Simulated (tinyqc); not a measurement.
# Zener tunnelling in a reverse-biased junction, two-band WKB: effect of temperature

Abrupt p-n junction, depletion approximation. Energies E are counted from the conduction-band edge of the neutral n side; its Fermi level lies at dn, that of the p side at dn - V, and the valence-band edge of the neutral p side at Em = dn + dp - V. Tunnelling needs 0 < E < Em. Two-band dispersion with equal masses m: inside the gap kappa = sqrt(m u (1 - u/Eg)/C), u the distance from a band edge, C = hbar^2/(2 m0).

Nc and Nv are given at 300 K and scale as (T/300 K)^1.5; Eg, m and eps_r are held. Nd = Nc F12(dn/Vt), Na = Nv F12(dp/Vt), F12(x) = (2/sqrt(pi)) int_0^infinity sqrt(u)/(1 + exp(u - x)) du; dn = EF - Ec on the n side, dp = Ev - EF on the p side (negative outside the bands); Vbi = Eg + dn + dp. W = sqrt(2 eps0 eps_r (Vbi - V)(1/Na + 1/Nd)/q), mean field F = (Vbi - V)/W, peak field 2 F. In a uniform field F the exponent is S = pi sqrt(m/C) Eg^1.5/(4 F). Transverse energy Et = C kt^2/m raises it to S (1 + 4 Et/Eg), so T = exp(-S) exp(-Et/Eb) with Eb = Eg/(4 S). KJ = (2 q^2/h) m/(4 pi C) (times 1e14 for A/cm^2 per eV^2). J = KJ exp(-S) Eb times the integral from 0 to Em of [f(E - dn) - f(E - dn + V)] [1 - exp(-min(E, Em - E)/Eb)] dE, f(x) = 1/(1 + exp(x/Vt)), with S and Eb from the mean field; J > 0 flows from p to n.

Values chosen for this exercise; band and dielectric values close to those of germanium: band gap Eg = 0.659 eV; relative permittivity eps_r = 16; conduction-band density of states at 300 K Nc = 1.04e19 cm^-3; valence-band density of states at 300 K Nv = 5.94e18 cm^-3; band-edge mass of the two-band model m = 0.042 m0; acceptor density Na = 2.9e18 cm^-3; donor density Nd = 1.9e18 cm^-3; bias of the p side V = -1.3 V.

Constants: q = 1.602176634e-19 C, kB = 1.380649e-23 J/K, hbar = 1.054571817e-34 J s, h = 6.62607015e-34 J s, m0 = 9.1093837015e-31 kg, Vt = kB T/q, eps0 = 8.8541878128e-14 F/cm where lengths are in cm, hbar^2/(2 m0) = 0.0380998212 eV nm^2. Results are converted to the units shown.

Effect of temperature:

| T (K) | Vbi (V) | mean field (MV/cm) | S | J (A/cm^2) |
|---|---|---|---|---|
| 50 | 0.6857 | 0.3590 | 12.29 | -54.09 |
| 100 | 0.6769 | 0.3582 | 12.31 | -52.15 |
| 150 | 0.6632 | 0.3570 | 12.36 | -49.26 |
| 200 | 0.6457 | 0.3554 | 12.41 | -45.78 |
| 300 | 0.6026 | 0.3514 | 12.55 | -38.02 |
| 400 | 0.5512 | 0.3467 | 12.73 | -30.23 |

Vbi falls from 0.686 to 0.551 V, S rises from 12.3 to 12.7, and |J| falls from 54.1 to 30.2 A/cm^2, a spread of a factor 1.79. That is small against a thermally activated current. The shrinking of the gap with temperature, left out here, would raise J.

Range of the model: The two-band model describes a direct gap; phonon-assisted tunnelling across an indirect gap is left out. Parabolic densities of states, no band tails and no gap narrowing, all of which matter at such doping.

Computed by the program tinyqc: `OMP_NUM_THREADS=1 python tinyqc.py 2620031 2620032 out.jsonl`, one thread of a shared Intel Xeon 2.30GHz, about 0.01 s for the whole run.
